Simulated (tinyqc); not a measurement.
Inside a calculation. Model: Cabrera-Mott growth of a thin oxide under its own electric field. Computed by tinyqc, a small Python program that keeps every step. Command: `OMP_NUM_THREADS=1 python tinyqc.py 3010423 3010424 out.jsonl cabrera walk`. One thread of a shared host (Intel(R) Xeon(R) Processor @ 2.30GHz), about 0.01 s of CPU time with the checks. Intermediate numbers are printed to about 5 digits and carried at full precision; extremes and crossings named in words are read from the listed rows.

Electrons cross the film freely and set a fixed potential V across it; the field V/x lowers the barrier for ions entering the oxide.

Inputs (values chosen for the exercise, for a model metal):
```
quantity                     value        unit
barrier W                     1.39          eV
Mott potential V              0.48           V
ion charge number z              2           -
half jump distance b           1.7    angstrom
prefactor u0 = N Omega nu  7.4e+12  angstrom/s
temperature T                  350           K
starting thickness x0          4.3    angstrom
time t                        5300           s
```

Backward hops: kept.

Constants: k_B = 8.617333262e-05 eV/K.

## Scales

u = u0 exp(-W/(k_B T)), X1 = z b V/(k_B T) with V in volts and k_B T in eV; dx/dt = 2 u sinh(X1/x).

u = 7.1468e-08 angstrom/s

X1 = 54.110 angstrom

## Field and rate at the start

Field E = V/x; the barrier is lowered by z b V/x.

field = 11.163 MV/cm

barrier lowering = 0.37953 eV

rate = 0.020853 angstrom/s

## Thickness after time t

t(x) = int_(x0)^x dx / (dx/dt) by Gauss-Legendre quadrature (80 points on each side of (x0 + 2 x)/3), solved for x.

thickness x = 7.1229 angstrom

rate at time t = 1.4233e-04 angstrom/s

field at time t = 6.7388 MV/cm

X1/x = 7.60: the field term still rules.

## Limiting thickness

Growth counts as stopped when u exp(X1/x) falls to 1e-5 angstrom/s: x_L = X1/ln(1e-5/u), defined while u is below that rate; the critical temperature is T_c = W/(k_B ln(u0/1e-5)).

limiting thickness x_L = 10.951 angstrom

critical temperature T_c = 392.03 K

T is below T_c, so the rate is below that level in any film thicker than x_L; growth goes on there, ever more slowly.

## Growth over eight decades

Closed form for thin films (leading term of the integral): x solves (x^2/(u X1)) exp(-X1/x) = t.

Thickness:
```
t (s)     x (angstrom)  1/x (1/angstrom)  closed form (angstrom)
1.00e+00         4.320           0.23147                   3.601
1.00e+01         4.464           0.22403                   4.159
1.00e+02         5.015           0.19941                   4.902
1.00e+03         6.044           0.16545                   5.935
1.00e+04         7.633           0.13101                   7.445
1.00e+05        10.197           0.09806                   9.809
1.00e+06        14.809           0.06753                  13.857
1.00e+07        24.576           0.04069                  21.671
1.00e+08        50.356           0.01986                  39.208
```

Per decade of time the film gains 0.14 angstrom at first and 26 at the end. The inverse-logarithmic law predicts -X1 d(1/x)/d ln t near 1; the rows give 0.17 at first and 0.49 at the end. The closed form misses by at most 22 %, as it needs x well below X1 and above x0. In the last rows x grows as t^0.31, approaching the parabolic law x^2 = 4 u X1 t of weak fields.

Checks made by the program: quadrature against adaptive integration (relative difference below 1e-10).
